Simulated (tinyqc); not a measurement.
Octagonal on-chip spiral inductor, lumped pi model: one step of the calculation.

Outer diameter do = di + 2 n wd + 2 (n - 1) sp, mean da = (do + di)/2, fill p = (do - di)/(do + di), length l = 3.314 n da. L = 2.25 mu0 n^2 da/(1 + 3.55 p), mu0 = 4 pi 1e-7 H/m. Rs = rho l/(wd delta (1 - exp(-th/delta))), delta = sqrt(rho/(pi f mu0)). Cs = n wd^2 eps0 eo/hu across the coil. At each end Cox = l wd eps0 eo/(2 ho) leads to the substrate branch Rsi = 2 rs he/(l wd) in parallel with Csi = l wd eps0 11.7/(2 he). With one end grounded Y = 1/(Rs + i w L) + i w Cs + 1/[1/(i w Cox) + 1/(1/Rsi + i w Csi)], w = 2 pi f; Q = -Im Y/Re Y. Eddy currents in neighbouring turns and in the substrate are left out.

Problem. Geometry and model elements. do, l, L, delta, Rs, Cs, Cox, Rsi and Csi as defined.

Inputs (values chosen for the exercise); values of the order met in silicon radio-frequency processes: number of turns n = 3.5; line width wd = 6 um; space between turns sp = 1.5 um; inner diameter di = 140 um; metal thickness th = 4 um; metal resistivity rho = 1.9 uohm cm; oxide below the coil ho = 9.8 um; oxide between coil and underpass hu = 1.4 um; relative permittivity of the oxide eo = 3.9; substrate resistivity rs = 100 ohm cm; effective spreading depth in the substrate he = 80 um; frequency f = 11 GHz.

Constants: eps0 = 8.8541878128e-12 F/m. Results are converted to the units shown.

Give: do; l; L; delta; Rs; Cs; Cox; Rsi; Csi.

Solution.

do = 189.5 um
l = 1911 um
L = 3.722 nH
delta = 0.6615 um
Rs = 9.170 ohm
Cs = 3.108 fF
Cox = 20.20 fF
Rsi = 1.395e4 ohm
Csi = 7.424 fF

Program tinyqc, `OMP_NUM_THREADS=1 python tinyqc.py 2302129 2302130 out.jsonl`; Intel Xeon 2.30GHz, shared host, one thread, about 0.01 s.
